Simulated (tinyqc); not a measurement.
Wannier functions of a composite (isolated) pair of valence bands (bonds of an sp chain): one step. The Hamiltonian in the new basis. Two cases, with inputs chosen for the exercise.

Question. H_W = w^+ H w; its eigenvalues must be the two filled levels.

Give: H_W(k); eigenvalues.

Case 1.

H(k) (eV):
```
,A<,A>,B<,B>
A<,0.500000,-1.720000,0,-1.164994+3.585483i
A>,-1.720000,0.500000,-4.680000,0
B<,0,-4.680000,-0.500000,-0.620000
B>,-1.164994-3.585483i,0,-0.620000,-0.500000
```

w:
```
,1,2
A<,0.067667+0.026372i,0.194337-0.628217i
A>,0.666891+0.007510i,-0.005160-0.071098i
B<,0.738633-0.010725i,0.006719+0.062838i
B>,0.005306-0.064846i,0.747212+0.013288i
```

Answer.

H_W(k) (eV):
```
,1,2
1,-4.786,-0.574+0.719i
2,-0.574-0.719i,-3.881
```

eigenvalues (eV): -5.359  -3.309

Case 2.

H(k) (eV):
```
,A<,A>,B<,B>
A<,2.200000,-1.070000,0,-2.465000+4.269505i
A>,-1.070000,2.200000,-2.580000,0
B<,0,-2.580000,-2.200000,-1.310000
B>,-2.465000-4.269505i,0,-1.310000,-2.200000
```

w:
```
,1,2
A<,0.009864+0.056497i,0.267876-0.479239i
A>,0.418790+0.014475i,-0.021170-0.048346i
B<,0.905330-0.014475i,0.008918+0.028215i
B>,0.031743-0.016660i,0.833578+0.007632i
```

Answer.

H_W(k) (eV):
```
,1,2
1,-3.435,-1.117+0.209i
2,-1.117-0.209i,-5.422
```

eigenvalues (eV): -5.939  -2.919

Computed by tinyqc, one run a case: `OMP_NUM_THREADS=1 python tinyqc.py N N+1 out.jsonl` with N = 1450868, 1451033; one thread of a shared Intel(R) Xeon(R) Processor @ 2.30GHz, about 0.3 s a run at most.
